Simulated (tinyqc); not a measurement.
Worked calculation: strain-driven roughening and islands of a mismatched epitaxial film. Computed by tinyqc, a small Python program that keeps every step. Command: `OMP_NUM_THREADS=1 python tinyqc.py 3012221 3012222 out.jsonl island walk`. One thread of a shared host (Intel(R) Xeon(R) Processor @ 2.30GHz), about 0.01 s of CPU time with the checks. Intermediate numbers are printed to about 6 digits and carried at full precision; extremes and crossings named in words are read from the listed rows.

Film and substrate share isotropic elastic constants; the film is coherent and biaxially strained.

Inputs (values chosen for the exercise, for a model film):
```
quantity                                      value       unit
misfit |f|                                   0.0286          -
shear modulus G                                 135        GPa
Poisson ratio nu                                0.2          -
surface energy gamma                           2.09      J/m^2
contact angle of the shallow shape theta_1     9.32    degrees
contact angle of the steep shape theta_2       29.1    degrees
facet energy of shape 1 over gamma            1.005          -
facet energy of shape 2 over gamma            1.057          -
wetting energy gamma_s - gamma                 0.26      J/m^2
decay length of wetting delta                  0.28         nm
surface mobility D_s nu_s Omega^2/(k_B T)   7.3e-35  m^6/(J s)
initial ripple amplitude A0                   0.089         nm
ripple wavelength over the critical one         3.2          -
island volume V                                6900       nm^3
```

Transport: surface diffusion.

Constants: e = 1.602176634e-19 C.

## Elastic energy of the flat film

M = 2 G (1 + nu)/(1 - nu); stress = M f; energy density w = M f^2.

biaxial modulus M = 405 GPa

stress = 11.583 GPa

energy density w = 331.2738 MJ/m^3

## Asaro-Tiller-Grinfeld instability

A ripple A cos(k x) has the surface chemical potential per volume [gamma k^2 - 2 (1 + nu) w k] A cos(k x), so k_c = 2 (1 + nu) w/gamma. With surface diffusion the amplitude grows at the rate q = B k^2 [2 (1 + nu) w k - gamma k^2], fastest at k_m = (3/4) k_c. B is the surface mobility.

k_c = 0.380410 1/nm

critical wavelength = 16.5169 nm

fastest wavelength = 22.0225 nm

growth time 1/q at k_m = 2.96756 s

A ripple of A0 needs about 7.5 s to reach a twentieth of its wavelength.

## A ripple of given wavelength

A ripple A cos(k x) has the surface chemical potential per volume [gamma k^2 - 2 (1 + nu) w k] A cos(k x), so k_c = 2 (1 + nu) w/gamma. With surface diffusion the amplitude grows at the rate q = B k^2 [2 (1 + nu) w k - gamma k^2], fastest at k_m = (3/4) k_c. B is the surface mobility. Stress at the trough = stress x (1 + 2 k A).

k = 0.118878 1/nm

rate q = 0.0670348 1/s

q over the largest rate = 0.198929

stress concentration at A0 = 1.02116

The ripple grows.

## Wetting layer

The surface energy depends on thickness as gamma + (gamma_s - gamma) exp(-h/delta). Its curvature adds W2 = (gamma_s - gamma) exp(-h/delta)/delta^2 to the restoring terms; the flat film is stable while W2 > (1 + nu)^2 w^2/gamma, which gives h_c = delta ln[(gamma_s - gamma) gamma/(delta^2 (1 + nu)^2 w^2)], or 0 if negative.

wetting-layer thickness h_c = 1.05868 nm

Layer-by-layer growth up to h_c, then roughening: the Stranski-Krastanov mode.

## Island nucleation

Shallow faceted island (Tersoff form): E = 4 Gam V^(2/3) tan^(1/3)(theta) - 6 c V tan(theta), Gam = gamma [x/sin(theta) - 1/tan(theta)], x the facet energy over gamma, c = stress^2 (1 - nu)/(2 pi G). The barrier is the maximum of E, at V_c = [4 Gam/(9 c)]^3 / tan^2(theta) (1 GPa nm = 1 J/m^2).

c = 0.126537 GPa

Gam of shape 1 = 0.234887 J/m^2

critical volume, shape 1 = 20.8487 nm^3

barrier, shape 1 = 8.10694 eV

Gam of shape 2 = 0.787411 J/m^2

critical volume, shape 2 = 68.2853 nm^3

barrier, shape 2 = 90.0521 eV

The shallow shape has the lower barrier. Each barrier is a third of the surface term at V_c and scales as Gam^3/c^2, that is as f^(-4).

## Which shape at the volume V

The two energies cross at V_x^(1/3) = 4 [Gam_2 t2^(1/3) - Gam_1 t1^(1/3)]/(6 c (t2 - t1)), t = tan(theta); mu = dE/dV.

E of shape 1 = -4202.41 eV

E of shape 2 = -12338.1 eV

crossing volume V_x = 338.379 nm^3

jump of mu at V_x, shape 2 less shape 1 = -99.3262 MJ/m^3

At V the steep shape is lower. At V_x the chemical potential drops, so islands that have turned steep grow at the cost of the shallow ones. Caution: the shallow-slope form overstates the relaxation of facets steeper than about 25 degrees.

## Scaling with the misfit

A ripple A cos(k x) has the surface chemical potential per volume [gamma k^2 - 2 (1 + nu) w k] A cos(k x), so k_c = 2 (1 + nu) w/gamma. With surface diffusion the amplitude grows at the rate q = B k^2 [2 (1 + nu) w k - gamma k^2], fastest at k_m = (3/4) k_c. V_c = [4 Gam/(9 c)]^3/tan^2(theta), barrier = (4/3) Gam V_c^(2/3) tan^(1/3)(theta); the growth time is 1/q at k_m.

Misfit scaled at fixed constants:
```
|f| (%)  fastest wavelength (nm)  growth time (s)  V_c of shape 1 (nm^3)  barrier of shape 1 (eV)
0.715                    352.360      1.94482e+05            8.53964e+04              2.07538e+03
1.001                    179.775      1.31782e+04            1.13415e+04              5.40237e+02
1.430                     88.090      7.59694e+02            1.33432e+03              1.29711e+02
2.002                     44.944      5.14772e+01            1.77211e+02              3.37648e+01
2.860                     22.022      2.96756e+00            2.08487e+01              8.10694e+00
4.004                     11.236      2.01083e-01            2.76893e+00              2.11030e+00
```

Halving the misfit stretches the wavelength 4 times, the barrier 16 times, the volume 64 times and the time 256 times: f^(-2), f^(-4), f^(-6), f^(-8). Over these rows the time spans 6.0 decades: strongly mismatched films tend to roughen first, while dilute alloys have time to stay flat. Rows with wavelengths under 10 nm or volumes under 5 nm^3 are beyond the continuum picture.

Checks made by the program: k_m against a numerical maximum of the rate (relative difference 5e-10).
